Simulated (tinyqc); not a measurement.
Adsorption as a lattice gas: isotherms with interactions, competition, desorption peaks and saturation dose: one step, computed by the program tinyqc. Command: `OMP_NUM_THREADS=1 python tinyqc.py 3007059 3007060 out.jsonl adsorb walk`. One thread of a shared host (Intel(R) Xeon(R) Processor @ 2.30GHz), about 0.2 s of CPU time with the checks.

One adsorbate per site; a molecule needs 1 empty site. Gas and surface have the same temperature.

Problem. Coverage with interactions. With u = w/(k_B T). Mean field: theta/(1 - theta) = y exp(-z u theta). Quasi-chemical: theta/(1 - theta) = y [(r - 1 + 2 theta)(1 - theta)/((r + 1 - 2 theta) theta)]^(-z/2) exp(-z u/2), r = sqrt(1 - 4 theta (1 - theta)(1 - exp(-u))).

Inputs (values chosen for the exercise, for a model surface): pair energy w (positive repels) = 0.036 eV; neighbours z = 3; temperature T = 829 K.

Adsorption: molecular (first order).

y = 14.37888

Constants: k_B = 8.617333262e-05 eV/K.

Give: u; coverage, mean field; coverage, quasi-chemical.

Solution.

u = 0.5039

coverage, mean field = 0.8089

coverage, quasi-chemical = 0.8044
